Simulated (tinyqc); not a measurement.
## Electron continuity equation in a given potential, Scharfetter-Gummel discretisation: three discretisations compared

Steady state in one dimension: J = q mu n E + q D dn/dx with E = -dpsi/dx and D = mu Vt, dJ/dx = 0, fixed densities nL and nR at the ends. The potential is given, psi = 0 for x < L/2 and U (2 x/L - 1) beyond, and is not changed by the electrons.

8 equal intervals. Fluxes J_i = (q D/h)(n_(i+1) P_i - n_i Q_i), d_i = (psi_(i+1) - psi_i)/Vt: Scharfetter-Gummel P = B(d), Q = B(-d), B(d) = d/(exp(d) - 1); central P = 1 - d/2, Q = 1 + d/2; upwind P = 1 + max(-d, 0), Q = 1 + max(d, 0). Balance at each inner node: J_i - J_(i-1) = 0. The reference is Scharfetter-Gummel on 1600 intervals.

Values chosen for this exercise; mobility close to that of In0.53Ga0.47As at room temperature: temperature T = 300 K; electron mobility mu = 10900 cm^2/(V s); length of the region L = 1.1 um; density at x = 0 nL = 1.5e15 cm^-3; density at x = L nR = 0 cm^-3; potential difference psi(L) - psi(0) U = 0.36 V.

Constants: q = 1.602176634e-19 C, kB = 1.380649e-23 J/K, Vt = kB T/q. Results are converted to the units shown.

Densities (cm^-3):
```
node  Scharfetter-Gummel   central    upwind  reference
0               1.500e15  1.500e15  1.500e15   1.500e15
1               1.150e15  1.150e15  1.150e15   1.150e15
2               8.002e14  8.000e14  8.001e14   8.002e14
3               4.504e14  4.500e14  4.502e14   4.504e14
4               1.005e14  1.000e14  1.003e14   1.005e14
5               1.005e14  1.025e14  9.940e13   1.005e14
6               1.004e14  9.319e13  9.551e13   1.004e14
7               9.741e13  1.277e14  7.809e13   9.741e13
8                      0         0         0          0
```

Largest errors as a share of the largest reference density listed: Scharfetter-Gummel under 1e-7 %, central 2.0 %, upwind 1.3 %. The largest |d| is 3.48. Central differences oscillate from node to node, since P or Q changes sign once |d| exceeds 2. Upwinding stays positive but acts as if D were larger by the factor 1 + |d|/2, up to 2.74 here.

Range of the model: The drift velocity mu E exceeds 1e7 cm/s somewhere, where real mobilities no longer stay constant.

tinyqc, about 0.01 s, one thread, Intel Xeon 2.30GHz (shared host): `OMP_NUM_THREADS=1 python tinyqc.py 2220134 2220135 out.jsonl`
